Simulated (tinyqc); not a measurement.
G0W0 on RHF in the 3-21g basis, for H3+, spin multiplicity 1, step by step. One step of it, computed by the program tinyqc.

Question. G0W0 on Hartree-Fock: LUMO. W(p,q,m) = sqrt2 sum_ia (pq|ia) (X+Y)_ia,m; Sigma_c(x) = sum_(i,m) W^2/(x - e_i + w_m) + sum_(a,m) W^2/(x - e_a - w_m); solve x = e_p + Sigma_c(x) by Newton steps; Z = 1/(1 - dSigma/dx); 1 hartree = 27.211386 eV.

orbital energies (hartree): MO1 -1.305140, MO2 -0.149286, MO3 -0.148950, MO4 0.340164, MO5 0.967117, MO6 0.968205

Two-electron integrals over orbitals (pq|rs), unique and non-zero (hartree):
```
(11|11) 0.738365    (21|11) -0.000107   (21|21) 0.081859    (22|11) 0.485972
(22|21) 0.030688    (22|22) 0.435305    (31|31) 0.081763    (32|31) -0.030630
(32|32) 0.031256    (33|11) 0.485853    (33|21) -0.030682   (33|22) 0.372622
(33|33) 0.435148    (41|11) 0.156553    (41|21) -0.000039   (41|22) 0.048904
(41|33) 0.048842    (41|41) 0.077598    (42|11) -0.000044   (42|21) -0.022621
(42|22) -0.012871   (42|33) 0.012833    (42|41) -0.000038   (42|42) 0.041083
(43|31) -0.022683   (43|32) 0.012852    (43|43) 0.041137    (44|11) 0.505978
(44|21) -0.000092   (44|22) 0.392045    (44|33) 0.392038    (44|41) 0.067287
(44|42) 0.000016    (44|44) 0.406804    (51|11) 0.000068    (51|21) -0.080644
(51|22) -0.030398   (51|33) 0.030347    (51|41) 0.000039    (51|42) -0.010786
(51|44) 0.000056    (51|51) 0.115800    (52|11) -0.168425   (52|21) -0.026904
(52|22) -0.079224   (52|33) -0.063995   (52|41) -0.063821   (52|42) -0.004107
(52|44) -0.076897   (52|51) 0.039299    (52|52) 0.091184    (53|31) 0.026860
(53|32) -0.007552   (53|43) 0.004096    (53|53) 0.019901    (54|11) 0.000070
(54|21) -0.066775   (54|22) -0.024991   (54|33) 0.024965    (54|41) 0.000031
(54|42) 0.016127    (54|44) 0.000073    (54|51) 0.074777    (54|52) 0.024342
(54|54) 0.068705    (55|11) 0.650769    (55|21) 0.061776    (55|22) 0.486528
(55|33) 0.419640    (55|41) 0.132560    (55|42) 0.000158    (55|44) 0.463729
(55|51) -0.084852   (55|52) -0.176400   (55|54) -0.060917   (55|55) 0.679338
(61|31) -0.080611   (61|32) 0.030375    (61|43) -0.010727   (61|53) -0.039238
(61|61) 0.115872    (62|31) 0.026939    (62|32) -0.007595   (62|43) 0.004086
(62|53) 0.018598    (62|61) -0.039333   (62|62) 0.019965    (63|11) -0.168384
(63|21) 0.026951    (63|22) -0.064016   (63|33) -0.079117   (63|41) -0.063798
(63|42) 0.004123    (63|44) -0.076888   (63|51) -0.039279   (63|52) 0.052570
(63|54) -0.024354   (63|55) -0.117273   (63|63) 0.091096    (64|31) -0.066711
(64|32) 0.024945    (64|43) 0.016159    (64|53) -0.024310   (64|61) 0.074803
(64|62) -0.024381   (64|64) 0.068684    (65|31) -0.061681   (65|32) 0.033303
(65|43) -0.000174   (65|53) -0.029436   (65|61) 0.084782    (65|62) -0.029517
(65|64) 0.060847    (65|65) 0.073040    (66|11) 0.651042    (66|21) -0.061859
(66|22) 0.419838    (66|33) 0.486428    (66|41) 0.132665    (66|42) -0.000245
(66|44) 0.463906    (66|51) 0.084846    (66|52) -0.117413   (66|54) 0.060936
(66|55) 0.533058    (66|63) -0.176395   (66|66) 0.679643
```

excitation energies w (hartree): 1.286293  1.286494  1.793799  2.505111  2.506313

X + Y:
```
            1         2          3          4          5
1>2  0.941776  0.000000  -0.000082  -0.077347   0.000000
1>3  0.000000  0.941854   0.000000   0.000000  -0.077245
1>4  0.000129  0.000000   0.957715   0.000085   0.000000
1>5  0.151344  0.000000  -0.000132   0.946196   0.000000
1>6  0.000000  0.151183   0.000000   0.000000   0.946211
```

Give: The 12 largest terms at x = e_p; Newton steps; quasiparticle energy of the LUMO; Hartree-Fock value.

Answer.

The 12 largest terms at x = e_p (hartree; W for the signs of X + Y given):

| q | m | W | term |
|---|---|---|---|
| 1 | 4 | -0.1169 | 0.0037 |
| 1 | 1 | 0.0918 | 0.0034 |
| 5 | 3 | -0.0864 | -0.0026 |
| 2 | 3 | 0.0662 | -0.0024 |
| 2 | 1 | 0.0344 | -0.0009 |
| 3 | 2 | -0.0343 | -0.0009 |
| 6 | 5 | -0.0556 | -0.0009 |
| 5 | 4 | 0.0555 | -0.0009 |
| 2 | 4 | -0.0440 | -0.0008 |
| 3 | 5 | 0.0440 | -0.0008 |
| 4 | 1 | -0.0324 | -0.0006 |
| 6 | 2 | 0.0275 | -3.14e-04 |

Newton steps (hartree):

| step | x | Sigma_c(x) | Z |
|---|---|---|---|
| 0 | -0.1493 | -0.0042 | 0.9923 |
| 1 | -0.1534 | -0.0042 | 0.9923 |
| 2 | -0.1534 | -0.0042 | 0.9923 |

quasiparticle energy of the LUMO = -4.1753 eV

Hartree-Fock value = -4.0623 eV
